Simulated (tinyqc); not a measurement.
An Irvin curve: changing the peak concentration: sheet resistance and Hall data of a diffused or implanted layer. Computed by tinyqc, a small Python program. Command: `OMP_NUM_THREADS=1 python tinyqc.py 3005610 3005611 out.jsonl layer sweep`. One thread of a shared host (Intel(R) Xeon(R) Processor @ 2.30GHz), about 0.01 s of CPU time with the checks.

Carriers are taken equal to the net active doping down to the junction (full ionisation, which deep dopants in wide-gap hosts do not reach; no spill-over, no depletion), and the Hall factor is 1.

Inputs (values chosen for the exercise, modelled on donors in germanium):
```
quantity,value,unit
mu_min,294,cm^2/(V s)
mu_max,3800,cm^2/(V s)
N_ref,1.3e+17,1/cm^3
exponent alpha,0.53,-
length scale l,1200,nm
background doping N_B (opposite type),3e+14,1/cm^3
```

Profile: complementary error function. Activation: complete.

Constants: e = 1.602176634e-19 C.

Method:
- N(x) = N_0 erfc(x/l), dose N_0 l/sqrt(pi), junction x_j = l erfc^-1(N_B/N_0).
- Mobility mu = mu_min + (mu_max - mu_min)/(1 + (N_t/N_ref)^alpha), N_t = active doping + N_B; carriers n = active doping - N_B, all dopants active.
- Integrals from x_0 (0 unless stated) to x_j by the midpoint rule on 400 even intervals: 1/R_s = e int n mu dx; sheet density n_s = int n dx; Hall sheet density (int n mu dx)^2/int n mu^2 dx; Hall mobility int n mu^2 dx/int n mu dx.
- Mean conductivity 1/(R_s x_j); mean mobility 1/(e n_s R_s).

One run for each value:
```
peak concentration N_0 (1/cm^3),mean conductivity 1/(R_s x_j) (S/cm),sheet resistance R_s (ohm),Hall mobility (cm^2/(V s)),junction depth x_j (nm),sheet density n_s (1/cm^2)
6.00e+15,1.112,5407.8,3331.4,1663.1,3.4671e+11
8.80e+15,1.544,3602.2,3256.7,1798.0,5.3268e+11
1.30e+16,2.138,2426.3,3168.1,1928.0,8.1353e+11
1.90e+16,2.913,1676.4,3069.3,2048.1,1.2165e+12
2.80e+16,3.969,1163.5,2955.6,2165.3,1.8226e+12
4.10e+16,5.349,821.4,2831.4,2275.8,2.6997e+12
8.80e+16,9.553,421.3,2550.4,2484.7,5.8760e+12
1.30e+17,12.731,303.8,2393.9,2585.9,8.7166e+12
1.90e+17,16.734,222.9,2236.5,2681.2,1.2776e+13
```

Give the missing row, peak concentration N_0 (1/cm^3) = 6.00e+16.

Computed row; columns: (1) peak concentration N_0 (1/cm^3); (2) mean conductivity 1/(R_s x_j) (S/cm); (3) sheet resistance R_s (ohm); (4) Hall mobility (cm^2/(V s)); (5) junction depth x_j (nm); (6) sheet density n_s (1/cm^2):
```
(1)         (2)    (3)     (4)     (5)         (6)
6.00e+16  7.164  586.1  2696.2  2381.8  3.9831e+12
```

Interpolating between the two neighbouring rows (the first column on a logarithmic scale, the others too where they are positive) misses most in sheet resistance R_s (ohm), by 0.47 %. Over the rows, mean conductivity 1/(R_s x_j) (S/cm) rises from 1.11 to 16.7 (exponent d ln y / d ln x 0.86 between the first rows and 0.72 between the last); sheet resistance R_s (ohm) falls from 5410 to 223 (exponent d ln y / d ln x -1.1 between the first rows and -0.82 between the last); Hall mobility (cm^2/(V s)) falls from 3330 to 2240 (exponent d ln y / d ln x -0.059 between the first rows and -0.18 between the last).

Extremes, crossings and ranges named in words are read from the listed rows.
